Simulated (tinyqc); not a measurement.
Brouwer diagram: defect equilibria of an oxide against oxygen pressure (mass action). Computed by tinyqc, a small Python program. Command: `OMP_NUM_THREADS=1 python tinyqc.py 3025104 3025105 out.jsonl brouwer walk`. One thread of a shared host (Intel(R) Xeon(R) Processor @ 2.30GHz), about 0.01 s of CPU time with the checks.

Defects: oxygen vacancies V (charge +2), electrons n, holes p, the ionic partner X = O_i'' (charge -2), and the dopant. Activities are taken equal to concentrations.

Inputs (values chosen for the exercise, for a model oxide): reduction enthalpy H_r = 3.44 eV; prefactor K_r0 = 1.8e+69 cm^-9 atm^(1/2); gap E_g = 3.98 eV; prefactor N_c N_v = 7.8e+42 cm^-6; disorder enthalpy H_s = 2.48 eV; prefactor K_s0 = 2.6e+44 cm^-6; dopant density N_d = 2e+20 cm^-3; temperature T = 900 K.

Ionic disorder: anion Frenkel. Dopant (singly charged, fully ionised): acceptor.

Constants: k_B = 8.617333262e-05 eV/K.

Method:
- K_r = K_r0 exp(-H_r/k_B T) = [V] n^2 P^(1/2); K_i = N_c N_v exp(-E_g/k_B T) = n p; K_s = K_s0 exp(-H_s/k_B T) = [X] [V].
- Neutrality: 2 [V] + p = n + 2 [X] + N_d. With n as the unknown, [V] = K_r/(n^2 P^(1/2)), p = K_i/n, [X] = K_s/[V]; the log ratio is ln(positive/negative).
- The root is found by 60 bisections in ln n between n = 1e-10 and 1e25 cm^-3.
- The slope is d log n / d log P from this row and the one above; the last column names the largest term on each side. Pressures that give more than 3e21 cm^-3 are left out.

K_r = 9.82020e+49 cm^-9 atm^(1/2)

K_i = 4.02787e+20 cm^-6

K_s = 3.36965e+30 cm^-6

Log10 of the densities in cm^-3:
```
log10 P (atm)       n     [V]        p     [X]  slope of n      balance
-28            21.420  21.151  -0.8154   9.376           -    2 [V] = n
-24            20.717  20.557  -0.1123   9.970    -0.17576    2 [V] = n
-20            19.920  20.151   0.6846  10.376    -0.19923  2 [V] = N_d
-16            18.986  20.021   1.6193  10.507    -0.23367  2 [V] = N_d
-12            17.995  20.002   2.6101  10.525    -0.24770  2 [V] = N_d
-8             16.996  20.000   3.6091  10.527    -0.24976  2 [V] = N_d
-4             15.996  20.000   4.6090  10.528    -0.24998  2 [V] = N_d
0              14.996  20.000   5.6090  10.528    -0.25000  2 [V] = N_d
```

What does the comparison show, and why?

Regimes: 2 [V] = n from log P = -28 to -24, where that balance predicts a slope of -1/6 and the table comes as close as -0.176; 2 [V] = N_d from log P = -20 to 0, where that balance predicts a slope of -1/4 and the table comes as close as -0.250. Rows with n or p near or above sqrt(N_c N_v) are degenerate, and n p = K_i is then only nominal.

Extremes, crossings and ranges named in words are read from the listed rows.
